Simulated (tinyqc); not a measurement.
# Weibull analysis of times to dielectric breakdown, with area scaling, step by step

tinyqc, about 0.01 s, one thread, Intel Xeon 2.30GHz (shared host): `OMP_NUM_THREADS=1 python tinyqc.py 2070047 2070048 out.jsonl` Printed values are rounded.

Breakdown times follow F(t) = 1 - exp(-(t/t63)^beta). The 10 times below were drawn at random from beta = 3.8, t63 = 2100 s and are treated as data; all samples failed.

Values chosen for this exercise:
```
symbol  value  unit                           meaning
A1         28  um^2          area of a test capacitor
A2      3.3e6  um^2          gate area of the product
Fp       1e-6        allowed share of failed products
```

## Median ranks and the Weibull scale

t, i 1 to 10 (s): 1150  1190  1450  1520  1820  1900  1940  2040  2300  2360

F_i = (i - 0.3)/(n + 0.4) for the sorted times, W_i = ln(-ln(1 - F_i)).

```
i	F	W	ln t
1	0.0673077	-2.663843	7.047517
2	0.1634615	-1.723263	7.081709
3	0.2596154	-1.202023	7.279319
4	0.3557692	-0.821667	7.326466
5	0.4519231	-0.508595	7.506592
6	0.5480769	-0.230365	7.549609
7	0.6442308	0.032925	7.570443
8	0.7403846	0.299033	7.620705
9	0.8365385	0.593977	7.740664
10	0.9326923	0.992689	7.766417
```

## Straight-line fit

Least squares of W on ln t: beta = sum (x - mean x)(W - mean W)/sum (x - mean x)^2 with x = ln t, and ln t63 = mean x - mean W/beta.

beta = 4.281860
t63 = 1941.301 s

beta is 13 % above the value that made the data and t63 7.6 % below it.

## Iteration 1: likelihood estimate of beta

beta at the start = 4.3

Maximum likelihood: a(beta) = 1/beta with a = sum t^beta ln t/sum t^beta - mean ln t. Newton step: beta(new) = beta - [a - 1/beta]/[v + 1/beta^2], v the variance of ln t under the weights t^beta.

beta after iteration 1 = 4.987621

## Iteration 2: likelihood estimate of beta

As before.

beta after iteration 2 = 5.092537

## Course of the iteration

Stop when beta changes by less than 1e-9, or after 40 iterations.

Course of the iteration:
```
iteration	beta	change
1	4.987621	0.688
2	5.092537	0.105
3	5.094456	1.92e-3
4	5.094456	6.19e-7
5	5.094456	< 1e-13
```

Converged in 5 iterations.

## Scale parameter and projection to the product

converged beta = 5.094456

t63 = (mean of t^beta)^(1/beta). Defects are spread at random, so -ln(1 - F) is proportional to the area: t63(A2) = t63 (A1/A2)^(1/beta), and the time to the share Fp is t63(A2) (-ln(1 - Fp))^(1/beta).

t63 = 1927.482 s
t63 of the product = 194.7712 s
time to Fp = 12.93522 s
decades lost against t63 = 2.173216

The straight-line values give 5.04 s for the time to Fp and the values that made the data 2.56 s: with 10 samples beta is uncertain by about 0.78/sqrt(n) = 25 %, and the projection hangs on 1/beta.
